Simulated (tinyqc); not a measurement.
# Free and trapped electrons in a MOS channel with a dense trap tail: two studies

p-type body, charge-sheet picture, full ionisation (an idealisation for deep acceptors), Boltzmann statistics for free electrons. e = Ec - EF at the surface. Acceptor-like traps of density D(E) = D0 + De exp(-E/Ew) at depth E below Ec, from 0 to Eu, hold n_t = integral of D(E)/(1 + exp((e - E)/Vt)). psi = Eg - Vt ln(Nv/Na) - e; N_dep = sqrt(2 eps0 eps_r Na (psi - Vt)/q); n_f = sqrt(N_dep^2 + 2 eps0 eps_r Vt Nc exp(-e/Vt)/q) - N_dep; Vg = Vfb + psi + q (N_dep + n_t + n_f)/Cox, Cox = eps0 eox/tox.

Inputs (values chosen for the exercise); band and dielectric values close to those of 4H silicon carbide: temperature T = 300 K; band gap Eg = 3.21 eV; relative permittivity eps_r = 9.82; conduction-band density of states at T Nc = 1.73e19 cm^-3; valence-band density of states at T Nv = 2.53e19 cm^-3; relative permittivity of the insulator eox = 3.9; insulator thickness tox = 34 nm; acceptor density Na = 5.7e16 cm^-3; flat-band voltage without trapped charge Vfb = -2.89 V; constant background density of acceptor-like traps D0 = 1.5e11 cm^-2 eV^-1; density of the tail at the conduction edge De = 2.2e13 cm^-2 eV^-1; decay energy of the tail Ew = 0.11 eV; depth below Ec down to which the traps reach Eu = 0.84 eV; mobility of free electrons mf = 150 cm^2/(V s).

Constants: q = 1.602176634e-19 C, kB = 1.380649e-23 J/K, Vt = kB T/q, eps0 = 8.8541878128e-14 F/cm where lengths are in cm. Results are converted to the units shown.

Each table varies one quantity; the others keep the values above.

## Free and trapped charge against gate voltage

Free share n_f/(n_f + n_t); swing ln 10 n_f/(dn_f/dVg); field-effect mobility mf q (dn_f/dVg)/Cox, for a constant mf; oxide field q (N_dep + n_t + n_f)/(eps0 eox).

Results:
```
Vg (V)	e (eV)	n_f (cm^-2)	n_t (cm^-2)	free share (%)	swing (mV/decade)	field-effect mobility (cm^2/(V s))	oxide field (MV/cm)
2.1	0.3597	1.713e6	1.718e11	9.971e-4	183.3	0.005092	0.6757
3.8	0.1167	1.970e10	1.018e12	1.898	932.0	11.52	1.104
4.7	0.07107	1.103e11	1.459e12	7.031	1568	38.35	1.355
5.6	0.04180	3.175e11	1.797e12	15.01	2466	70.15	1.612
6.4	0.02319	5.959e11	2.010e12	22.87	3473	93.48	1.841
7.3	0.007127	9.896e11	2.173e12	31.29	4799	112.4	2.101
8.2	-0.005615	1.442e12	2.279e12	38.76	6296	124.8	2.362
9.1	-0.01609	1.933e12	2.350e12	45.14	7933	132.8	2.624
```

Estimate the missing row, Vg = 2.9 V.

Computed row:
```
Vg (V)	e (eV)	n_f (cm^-2)	n_t (cm^-2)	free share (%)	swing (mV/decade)	field-effect mobility (cm^2/(V s))	oxide field (MV/cm)
2.9	0.1973	8.892e8	5.365e11	0.1655	476.8	1.016	0.8632
```

With this row back in the table: n_f reaches 1e11 cm^-2 at Vg = 4.63 V, against 2.38 V without traps. The free share rises from 9.97e-4 to 45.1 % and the field-effect mobility rises from 0.00509 to 133 cm^2/(V s), although mf = 150 is constant: in the last row 88.5 % of Cox dVg goes into free electrons. The swing in the first row is 183 mV a decade (Vt ln 10 = 59.5). For Vg = 5.6, 6.4, 7.3, 8.2, 9.1 EF lies less than 2 Vt below the band edge, or above it, where degeneracy and confinement, left out, matter.

## Effect of the decay energy of the tail

VT is the Vg for n_f = 1e11 cm^-2; swing ln 10 n_f/(dn_f/dVg) at n_f = 1e8 cm^-2; the last three columns are for Vg = VT + 2.7 V, with free share n_f/(n_f + n_t) and field-effect mobility mf q (dn_f/dVg)/Cox; there EF is near the band edge, where Boltzmann statistics are rough.

Results:
```
Ew (eV)	e at VT (eV)	VT (V)	q n_t/Cox at VT (V)	swing (mV/decade)	n_f (cm^-2)	free share (%)	field-effect mobility (cm^2/(V s))
0.03	0.07372	2.761	0.3825	98.60	1.375e12	69.20	132.1
0.05	0.07372	3.100	0.7218	117.4	1.224e12	55.47	125.3
0.07	0.07372	3.552	1.173	166.1	1.124e12	45.06	120.1
0.09	0.07372	4.072	1.693	238.3	1.055e12	37.35	116.1
0.11	0.07372	4.634	2.256	322.6	1.006e12	31.60	112.9
0.13	0.07372	5.223	2.844	410.6	9.688e11	27.23	110.4
0.17	0.07372	6.431	4.053	580.4	9.170e11	21.20	106.7
```

Estimate the missing row, Ew = 0.15 eV.

Computed row:
```
Ew (eV)	e at VT (eV)	VT (V)	q n_t/Cox at VT (V)	swing (mV/decade)	n_f (cm^-2)	free share (%)	field-effect mobility (cm^2/(V s))
0.15	0.07372	5.825	3.446	497.4	9.399e11	23.85	108.4
```

With this row back in the table: As Ew goes from 0.03 to 0.17, VT rises from 2.76 to 6.43 V, its part due to traps rises from 0.383 to 4.05 V, the swing rises from 98.6 to 580 mV/decade and the field-effect mobility falls from 132 to 107 cm^2/(V s).

Program tinyqc, `OMP_NUM_THREADS=1 python tinyqc.py 2222159 2222160 out.jsonl`; Intel Xeon 2.30GHz, shared host, one thread, about 0.02 s.
